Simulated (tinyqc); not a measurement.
What each parameter does: localisation in a chain with random site energies (transfer matrices).

Hopping -t; leads with site energy 0, E = -2t cos(ka). psi_(j+1) = ((e_j - E)/t) psi_j - psi_(j-1), a product of matrices M_j = [[(e_j - E)/t, -1], [1, 0]]. For M = M_N ... M_1 the transmission is T = 4 sin^2(ka)/|M21 - M12 + M22 exp(ika) - M11 exp(-ika)|^2. Long samples draw e_j = W (x_j/2147483647 - 1/2) from x_j = 16807 x_(j-1) mod 2147483647, starting at x0. The localisation length xi, in sites, is defined by ln T = -2N/xi on average; weak disorder gives xi = 24 (4t^2 - E^2)/W^2, and the mean free path for backscattering is xi/2.

Numerical xi = N/ln sqrt(psi_(N+1)^2 + psi_N^2) for N = 20000 sites from psi_1 = 1, psi_0 = 0; its statistical error is about xi sqrt(xi/N).

Parameters, chosen for this exercise: t = 0.55 eV (hopping); E = -0.69 eV (energy); W = 1.08 eV (full width of the disorder); x0 = 1988 (start of the number sequence).

Numerical and weak-disorder xi.

Results for these values:
```
case  numerical xi (sites)  weak-disorder xi (sites)
base                 15.18                     15.10
```

What happens to each result for E = -0.48 eV, all else kept?

Answer: numerical xi rises from 15.18 to 19.60; weak-disorder xi rises from 15.10 to 20.16.

The same for each parameter in turn:
```
case          numerical xi (sites)  weak-disorder xi (sites)
base                         15.18                     15.10
t = 0.632 eV                 21.39                     23.08
E = -0.48 eV                 19.60                     20.16
W = 1.296 eV                 10.43                     10.49
x0 = 1989                    15.12                     15.10
```

A new x0 is another sample of the same disorder; its shift is one draw of the statistical scatter, about xi sqrt(xi/N); the other rows share one sample, so their errors are correlated.

Program tinyqc; command `OMP_NUM_THREADS=1 python tinyqc.py 1450860 1450861 out.jsonl`; about 0.04 s on one thread of a shared Intel(R) Xeon(R) Processor @ 2.30GHz.
